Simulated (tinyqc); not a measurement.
Thickness: WKB tunnelling through a gate dielectric with a two-band (Franz) dispersion.

At depth x the conduction edge lies u(x) = phi - V x/t above the electron. Parabolic: kappa = sqrt(m u/c). Franz: kappa = sqrt(m u (1 - u/Eg)/c), which vanishes at both band edges. c = hbar^2/2m0. T = exp(-2 integral of kappa dx) over the region u > 0; no image force, no prefactor, zero transverse momentum. The region ends at x_e = min(t, phi t/V); x_e < t is the Fowler-Nordheim regime.

Constants: hbar^2/2m0 = 3.80998211 eV angstrom^2.

Values chosen for the exercise (of the size used for Si3N4 on silicon; not measured data): Eg = 4.85 eV (gap of the dielectric); phi = 2.11 eV (barrier above the electron energy at the emitter); m = 0.39 m0 (mass at the conduction edge); V = 2.4 V (voltage across the layer).

The same voltage across layers of other thickness. The last column is the thickness that changes T by a factor of ten, ln(10)/(2 I/t).

Transmission:
```
t (angstrom),field (MV/cm),T parabolic,T Franz,"angstrom per decade, Franz"
8,30.00,0.0128,0.0239,4.931
10,24.00,0.00431,0.00938,4.931
12,20.00,0.00145,0.00369,4.931
15,16.00,0.000283,0.000908,4.931
20,12.00,1.85e-05,8.80e-05,4.931
25,9.60,1.22e-06,8.52e-06,4.931
30,8.00,7.98e-08,8.25e-07,4.931
40,6.00,3.44e-10,7.74e-09,4.931
```

What does the comparison show, and why?

At fixed voltage the exponent is proportional to t: T falls tenfold for each 4.93 angstrom. The ratio of Franz to parabolic grows with t, from 1.86 at 8 to 22.5 at 40 angstrom. V exceeds phi, so every row is in the Fowler-Nordheim regime. Fields above about 7 MV/cm (7 of the rows) are past breakdown; those rows are an exercise.

Computed by tinyqc, a small Python program: `OMP_NUM_THREADS=1 python tinyqc.py 1481590 1481591 out.jsonl` (the numbers bound the seed that draws the inputs); one thread of a shared host (Intel(R) Xeon(R) Processor @ 2.30GHz), about 0.01 s for the whole set of steps.
